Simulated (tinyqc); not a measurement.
Hall factor, magnetoresistance and optical conductivity for a power-law relaxation time: one step, computed by the program tinyqc. Command: `OMP_NUM_THREADS=1 python tinyqc.py 3031810 3031811 out.jsonl magneto walk`. One thread of a shared host (Intel(R) Xeon(R) Processor @ 2.30GHz), about 0.01 s of CPU time with the checks.

One spherical parabolic band, tau(E) = tau_0 x^s with x = E/(k_B T). Landau quantisation is left out.

Question. Density and moments of tau. <y> = int y x^(3/2) f (1 - f) dx / int x^(3/2) f (1 - f) dx, f = 1/(1 + exp(x - eta)). Integrals over x = E/(k_B T) use 160 Gauss-Legendre points in u = sqrt(x) from 0 to sqrt(max(eta, 0) + 45). n = (2 m k_B T)^(3/2)/(3 pi^2 hbar^3) int x^(3/2) f (1 - f) dx; moments in units of tau_0.

Inputs (values chosen for the exercise, with a mass close to that of electrons in silicon): effective mass m = 0.25 m_0; exponent s = 0.5; reduced Fermi level eta = -8; temperature T = 500 K.

Constants: m_0 = 9.1093837015e-31 kg; k_B = 1.380649e-23 J/K; hbar = 1.054571817e-34 J s.

Give: density n; <tau>/tau_0; <tau^2>/tau_0^2; <tau^3>/tau_0^3; <1/tau> tau_0.

Answer.

density n = 2.2639e+15 1/cm^3

<tau>/tau_0 = 1.5046

<tau^2>/tau_0^2 = 2.5001

<tau^3>/tau_0^3 = 4.5139

<1/tau> tau_0 = 0.75222
